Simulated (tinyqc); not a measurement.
Composition and strain of an epitaxial Si(1-x)Ge(x) layer from Raman and X-ray peaks. From separation, layer less substrate back to degree of relaxation R. Computed by tinyqc, a small Python program. Command: `OMP_NUM_THREADS=1 python tinyqc.py 3030736 3030737 out.jsonl epiraman inv`. One thread of a shared host (Intel(R) Xeon(R) Processor @ 2.30GHz), about 0.01 s of CPU time with the checks.

A (001) layer, biaxially strained in the plane. The Raman peaks follow empirical lines omega = w0 + c1 x + c3 x^3 + b eps (c3 for Si-Ge alone), with eps the in-plane strain.

Inputs (values chosen for the exercise, modelled on silicon-germanium):
```
quantity                   value      unit
Ge fraction x               0.13         -
lattice constant of Si     5.431  angstrom
lattice constant of Ge     5.658  angstrom
bowing B                   0.026  angstrom
2 C12/C11 of Si             0.77         -
2 C12/C11 of Ge            0.754         -
X-ray wavelength        1.540598  angstrom
```

Substrate: silicon.

Method:
- Relaxed lattice constant a(x) = a_Si + (a_Ge - a_Si) x - B x (1 - x).
- In-plane constant a_par = a_sub + R (a(x) - a_sub); eps = a_par/a(x) - 1; eps_perp = -(2 C12/C11) eps with 2 C12/C11 linear in x; a_perp = a(x) (1 + eps_perp).
- Bragg angle theta = arcsin(2 lambda/a) for (004), for the substrate with a_sub and the layer with a_perp; separation in arc seconds.

Question. A run gave the result below. Find the degree of relaxation R, known to lie between 0.44 and 0.84.

separation, layer less substrate = -881.641 arcsec

Answer.

Each step takes the trial c = (a f_b - b f_a)/(f_b - f_a), f being the result less the target and a, b, c the logarithms of the listed values; c replaces end b, the old b replaces a if the sign of f changed, and otherwise f_a is halved.

Scan of the range:
```
degree of relaxation R  separation, layer less substrate (arcsec)
0.440                                                    -985.635
0.490                                                    -959.392
0.546                                                    -929.985
0.608                                                    -897.410
0.677                                                    -861.135
0.754                                                    -820.627
0.840                                                    -775.350
```

False position (Illinois rule, in the logarithm of the input) inside the bracket:
```
step     end a     end b     trial  separation, layer less substrate (arcsec)
1     0.608000  0.677000  0.637086                                   -882.122
2     0.677000  0.637086  0.637973                                   -881.655
3     0.677000  0.637973  0.638025                                   -881.628
4     0.637973  0.638025  0.638000                                   -881.641
```

separation, layer less substrate rises at every point of a 13-point scan of the range (every second point is shown), so one value fits; it is bracketed by 0.608 and 0.677. Answer: degree of relaxation R = 0.6380.
